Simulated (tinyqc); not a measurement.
Shallow acceptor in the spherical model (Baldereschi-Lipari), strong spin-orbit limit: one step, computed by the program tinyqc.

The 1S(3/2) state has an s envelope f(r) and a d envelope g(r). In effective units they obey -(f'' + 2f'/r + 2f/r) + mu (g'' + 5g'/r + 3g/r^2) = E f and -(g'' + 2g'/r - 6g/r^2 + 2g/r) + mu (f'' - f'/r) = E g. The cubic term, the split-off band and the central cell are left out.

Question. Lowest level in the small basis. H c = E S c with c^T S c = 1 and the largest component positive; the d weight is the part of the norm in g.

H (Ry*), rows f1, f2, f3, g1, g2, g3:
```
[[-0.9324, -0.9426414, -0.7729152, 0.3753619, 0.5033167, 0.4919943],
 [-0.9426414, -0.7696, -0.04961271, 0.7549751, 1.501448, 2.013267],
 [-0.7729152, -0.04961271, 2.8416, 1.045488, 3.019900, 6.005790],
 [0.3753619, 0.7549751, 1.045488, 0.5377333, 1.212755, 1.606855],
 [0.5033167, 1.501448, 3.019900, 1.212755, 3.630933, 6.504777],
 [0.4919943, 2.013267, 6.005790, 1.606855, 6.504777, 17.48373]]
```

S, rows f1, f2, f3, g1, g2, g3:
```
[[1.000000, 0.838052, 0.512000, 0.000000, 0.000000, 0.000000],
 [0.838052, 1.000000, 0.838052, 0.000000, 0.000000, 0.000000],
 [0.512000, 0.838052, 1.000000, 0.000000, 0.000000, 0.000000],
 [0.000000, 0.000000, 0.000000, 1.000000, 0.744936, 0.327680],
 [0.000000, 0.000000, 0.000000, 0.744936, 1.000000, 0.744936],
 [0.000000, 0.000000, 0.000000, 0.327680, 0.744936, 1.000000]]
```

Give: E; coefficients; d weight.

Answer.

E = -1.260 Ry*

coefficients: f1 0.1607, f2 0.8318, f3 -0.0258, g1 -0.0921, g2 -0.2547, g3 0.0258

d weight = 0.09762

Caution: gamma_3 and gamma_2 differ by more than 0.17 gamma_1: band warping, left out here, adds several per cent to the binding.
